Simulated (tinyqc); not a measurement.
From results to parameters: diatomic chain. Computed by the program tinyqc.

Problem. A chain of two alternating masses has one spring constant k; at the zone edge omega^2 = 2k/M and 2k/m, and wavenumber = 521.4708 sqrt(omega^2) with omega^2 in eV/(angstrom^2 u). Find k, the heavier mass and the optical wavenumber at q = 0.

wavenumbers at the zone edge (cm^-1): 277.202110  680.608304
lighter mass = 31.700000 u

Solution. The upper value gives k = m omega^2/2, the ratio of the squares gives M/m, and at q = 0 omega^2 = 2k (1/m + 1/M), the sum of the two.

k = 27.0000 eV/angstrom^2
heavier mass = 191.1000 u
optical wavenumber at q = 0 = 734.8936 cm^-1
